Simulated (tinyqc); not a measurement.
Energy and delay of logic against supply voltage: optimum supplies against the slope factor.

One expression serves below and above threshold: I(Vg) = Ik [ln(1 + exp((Vg - VT + dd V)/(al nf Vt)))]^al, with I_on = I(V) and I_off = I(0). Gate delay td = kd C V/I_on, clock period LD td. Per gate and cycle the switching energy is act C V^2 and the leakage energy I_off V LD td. No short-circuit current, no variation. Minima are sought above 0.09 V; below a few Vt gates no longer switch and the model has no meaning.

V_min minimises the energy and V_EDP the product of energy and td.

Parameters, values chosen for the exercise; values of the order met in logic technologies: temperature T = 358 K; threshold voltage at zero drain bias VT = 0.42 V; barrier lowering per volt of supply dd = 0.12; specific current of a gate Ik = 0.3 uA; exponent of the current law al = 1.27; load capacitance of a gate C = 2.3 fF; delay factor kd = 1.2; logic depth LD = 20; activity factor act = 0.1.

Constants: q = 1.602176634e-19 C, kB = 1.380649e-23 J/K, Vt = kB T/q. Results are converted to the units shown.

Optimum supplies against the slope factor:
```
nf   V_min (V)  energy at V_min (aJ)  leakage share (%)  clock at V_min (MHz)  V_EDP (V)  clock at V_EDP (GHz)
1       0.1921                 12.53              32.21               0.03690     0.6501                0.1147
1.1     0.2113                 15.18              32.38                0.1147     0.6500                0.1016
1.2     0.2303                 18.13              32.71                0.2906     0.6498               0.09096
1.3     0.2492                 21.42              33.30                0.6253     0.6498               0.08218
1.4     0.2679                 25.09              34.21                 1.178     0.6501               0.07489
```

As nf goes from 1 to 1.4, V_min rises from 0.192 to 0.268 V, the energy there rises from 12.5 to 25.1 aJ, the clock there rises from 0.0369 to 1.18 MHz and V_EDP stays near 0.650 V.

Program tinyqc, `OMP_NUM_THREADS=1 python tinyqc.py 2082128 2082129 out.jsonl`; Intel Xeon 2.30GHz, shared host, one thread, about 0.01 s.
